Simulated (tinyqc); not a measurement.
# Changing the temperature of the worked step T

Model: nucleation and growth of vacancy voids in a cooling silicon-like crystal. Computed by tinyqc, a small Python program. Command: `OMP_NUM_THREADS=1 python tinyqc.py 3007252 3007253 out.jsonl voids sweep`. One thread of a shared host (Intel(R) Xeon(R) Processor @ 2.30GHz), about 0.05 s of CPU time with the checks.

Spherical voids; vacancies are lost only to voids.

Inputs (values chosen for the exercise, for a model crystal): vacancy density at the melting point C_m = 7.4e+14 1/cm^3; formation energy E_f = 4.21 eV; melting point T_m = 1685 K; diffusion prefactor D0 = 0.0018 cm^2/s; migration energy E_m = 0.35 eV; site density rho = 5e+22 1/cm^3; void surface energy gamma = 0.811 J/m^2; ratio (V/G)/xi_c = 2.02; limit of the excess at high V/G = 1.2e+14 1/cm^3.

Vacancy supply: from V/G.

Constants: k_B = 8.617333262e-05 eV/K; k_B = 1.380649e-23 J/K; e = 1.602176634e-19 C.

Method. C = C_x (u - 1)/(u + 0.2) with u = (V/G)/xi_c, a form chosen for the exercise. C_e = C_m exp[-(E_f/k_B)(1/T - 1/T_m)]; D = D0 exp(-E_m/(k_B T)); f = k_B T ln(C/C_e); r* = 2 gamma/(rho f); W* = 16 pi gamma^3/(3 rho^2 f^2); Z = f/sqrt(12 pi W* k_B T); I = rho Z (4 pi r* D C) exp(-W*/(k_B T)).

One run for each value:
```
temperature of the worked step T (K)  rate I (1/(cm^3 s))  W*/(k_B T)  critical radius r* (nm)  C_e (1/cm^3)
1300                                            6.376e+17       17.23                   0.3017     1.381e+11
1320                                            3.461e+16       20.10                   0.3284     2.440e+11
1340                                            7.933e+14       23.82                   0.3602     4.239e+11
1360                                            5.245e+12       28.78                   0.3988     7.246e+11
1370                                            2.234e+11       31.90                   0.4214     9.419e+11
1390                                            6.290e+07       39.99                   0.4753     1.573e+12
1410                                            4.128e+02       51.82                   0.5449     2.590e+12
1430                                            4.003e-06       70.14                   0.6385     4.205e+12
```

Describe the trends.

Over the rows, rate I (1/(cm^3 s)) falls from 6.38e17 to 4.00e-6 (exponent d ln y / d ln x -190 between the first rows and -1300 between the last); W*/(k_B T) rises from 17.2 to 70.1 (exponent d ln y / d ln x 10 between the first rows and 21 between the last); critical radius r* (nm) rises from 0.302 to 0.638 (exponent d ln y / d ln x 5.5 between the first rows and 11 between the last).

Caution (rows 1300, 1320, 1340, 1360, 1370): at such a rate voids would have used up the initial excess before the crystal cooled to this T.
